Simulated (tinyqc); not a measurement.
Gate voltage from the surface potential.

Problem. At the source end, Vgs + Vsb - Vfb - psi = gamma sqrt(G), G = psi - Vt + Vt exp((psi - 2 phiF - Vsb)/Vt), and the voltage over the insulator is gamma sqrt(G). Find that voltage and Vgs.

Values chosen for this exercise: temperature T = 250 K; flat-band voltage Vfb = -0.46 V; source-body reverse bias Vsb = 1 V.

Constants: q = 1.602176634e-19 C, kB = 1.380649e-23 J/K, Vt = kB T/q. Results are converted to the units shown.

psi = 2.2318435 V
phiF = 0.56339237 V
gamma = 0.23979696 V^0.5

Answer. In this direction the relation is explicit: no iteration is needed.

voltage over the insulator = 0.5382 V
Vgs = 1.310 V

Numbers from tinyqc (`OMP_NUM_THREADS=1 python tinyqc.py 2360072 2360073 out.jsonl`; about 0.04 s on one thread of a shared Intel Xeon 2.30GHz).
